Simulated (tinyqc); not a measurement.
# AlGaN/GaN HEMT with access regions, lumped model: several studies

A polarisation-induced electron sheet under a Schottky gate, in series with two ungated access regions and contacts. Drift law v = mu E/(1 + mu E/vs) under the gate. Currents in mA/mm, resistances in ohm mm. No self-heating, no channel-length modulation; fits for polarisation, barrier and offset are chosen for the exercise.

Parameters, values chosen for the exercise; values close to those of AlGaN/GaN structures: aluminium share of the barrier x = 0.22; barrier thickness d = 30 nm; relative permittivity of barrier and channel eps_r = 9.5; channel mobility mu = 1900 cm^2/(V s); saturation velocity vs = 1.1e7 cm/s; gate length Lg = 0.25 um; source access length Ls = 1 um; drain access length Ld = 1.5 um; resistance of each contact Rc = 0.5 ohm mm; share of the drain-access electrons removed by traps ft = 0.39; gate voltage Vg = 1 V; critical field Ec = 2.8 MV/cm; depth over which the depleted charge spreads te = 0.46 um; relative permittivity of that insulator ei = 3.9.

Constants: q = 1.602176634e-19 C, eps0 = 8.8541878128e-14 F/cm where lengths are in cm. Results are converted to the units shown.

Each table varies one quantity; the others keep the values above.

## Effect of the aluminium share of the barrier

sigma = (5e13 x + 1.6e13 x^2) cm^-2, phiB = 0.84 + 1.3 x, dEc = 0.7 (1.71 x + x^2) in volts, Cb = eps0 eps_r/d, VT = phiB - dEc - q sigma/Cb, access density n0 = -Cb VT/q. Access resistance R(L, n) = L/(q mu n sqrt(1 - (I/(q n vs))^2)); Rs = Rc + R(Ls, n0), Rd = Rc + R(Ld, (1 - ft) n0). Vg' = Vg - I Rs, Vd' = Vd - I (Rs + Rd); with u = Vg' - VT, Vc = vs Lg/mu and w the smaller of Vd' and Vc [sqrt(1 + 2 u/Vc) - 1] (0 if negative), the channel gives (mu Cb/Lg)(u w - w^2/2)/(1 + w/Vc). I equals that channel current. Isat is I at Vd = 10 V, gm = dIsat/dVg, Ron the limit of Vd/I at small Vd.

Result of one run:

| x | VT (V) | n0 (cm^-2) | Ron (ohm mm) | Isat (mA/mm) | gm (mS/mm) |
|---|---|---|---|---|---|
| 0.42 | -12.85 | 2.249e13 | 1.539 | 2399 | 0.3371 |

What becomes of these results when the aluminium share of the barrier x is changed from 0.42 to 0.12, all else the same?

Result of the changed run:

| x | VT (V) | n0 (cm^-2) | Ron (ohm mm) | Isat (mA/mm) | gm (mS/mm) |
|---|---|---|---|---|---|
| 0.12 | -2.718 | 4.756e12 | 3.515 | 508.9 | 0.08605 |

The whole series:

| x | VT (V) | n0 (cm^-2) | Ron (ohm mm) | Isat (mA/mm) | gm (mS/mm) |
|---|---|---|---|---|---|
| 0.12 | -2.718 | 4.756e12 | 3.515 | 508.9 | 0.08605 |
| 0.17 | -4.284 | 7.497e12 | 2.604 | 801.9 | 0.1282 |
| 0.22 | -5.899 | 1.032e13 | 2.169 | 1104 | 0.1654 |
| 0.27 | -7.564 | 1.324e13 | 1.913 | 1415 | 0.2022 |
| 0.32 | -9.278 | 1.624e13 | 1.746 | 1734 | 0.2414 |
| 0.37 | -11.04 | 1.932e13 | 1.627 | 2062 | 0.2856 |
| 0.42 | -12.85 | 2.249e13 | 1.539 | 2399 | 0.3371 |

As x goes from 0.12 to 0.42, Ron falls from 3.52 to 1.54 ohm mm, Isat rises from 509 to 2400 mA/mm and gm rises from 0.0860 to 0.337 mS/mm. VT falls from -2.72 to -12.9 V. In every row the power passes 5 W/mm, where self-heating, left out here, lowers the current. For x = 0.32 to 0.42 the barrier is thick and rich enough in aluminium to relax or crack. In every row the gated channel is not yet saturated at 10 V, because the access regions take the voltage, and gm drops. For x = 0.12 to 0.27 Vg comes within 0.2 V of phiB or passes it, so at low drain current, as for Ron, the Schottky gate would conduct.

## Effect of the source access length

Same model as above.

The same in every row: VT (V) = -5.899; n0 (cm^-2) = 1.032e13.

Results:

| Ls (um) | Ron (ohm mm) | Isat (mA/mm) | gm (mS/mm) |
|---|---|---|---|
| 0.1 | 1.882 | 1104 | 0.09934 |
| 0.3 | 1.946 | 1104 | 0.1105 |
| 0.6 | 2.041 | 1104 | 0.1305 |
| 1 | 2.169 | 1104 | 0.1654 |
| 2.5 | 2.646 | 1102 | 0.5119 |
| 4 | 3.123 | 1099 | 15.45 |

Estimate the missing row, Ls = 1.5 um.

Computed row:

| Ls (um) | Ron (ohm mm) | Isat (mA/mm) | gm (mS/mm) |
|---|---|---|---|
| 1.5 | 2.328 | 1103 | 0.2292 |

With this row back in the table: As Ls goes from 0.1 to 4 um, Ron rises from 1.88 to 3.12 ohm mm, Isat stays near 1100 mA/mm and gm rises from 0.0993 to 15.5 mS/mm. The ceiling Cb vs is 308 mS/mm. In every row the power passes 5 W/mm, where self-heating, left out here, lowers the current. In every row the gated channel is not yet saturated at 10 V, because the access regions take the voltage, and gm drops. In every row Vg comes within 0.2 V of phiB or passes it, so at low drain current, as for Ron, the Schottky gate would conduct.

## Field plate: effect of the insulator under the field plate

Off state: a depleted stretch that holds the voltage V has the peak field sqrt(k V), k = 2 q n0/(eps0 eps_r te), so one edge holds V1 = Ec^2/k. The sheet under the plate pinches off at Vf = q n0 (1/Cb + tf/(eps0 ei)); beyond it the gate edge is screened. BV = V1 if Vf >= V1, else Vf + V1, and at most Ec Ld.

The same in every row: V1 (V) = 91.697; Ec Ld (V) = 420.00.

Field plate: effect of the insulator under the field plate:

| tf (nm) | Vf (V) | BV (V) |
|---|---|---|
| 18 | 14.522 | 106.22 |
| 27 | 18.833 | 110.53 |
| 40 | 25.060 | 116.76 |
| 59 | 34.161 | 125.86 |
| 87 | 47.573 | 139.27 |
| 130 | 68.171 | 159.87 |
| 190 | 96.912 | 91.697 |
| 290 | 144.81 | 91.697 |

BV goes from 106 through a maximum of 160 (at tf = 130 nm among the rows listed) to 91.7 V. The plate helps (Vf < V1) in 6 of the 8 rows, and the access length caps BV in 0. The best thickness makes Vf just under V1, tf = 179 nm, where both edges reach Ec together and BV nears 2 V1.

Numbers from tinyqc (`OMP_NUM_THREADS=1 python tinyqc.py 2570024 2570025 out.jsonl`; about 0.02 s on one thread of a shared Intel Xeon 2.30GHz).
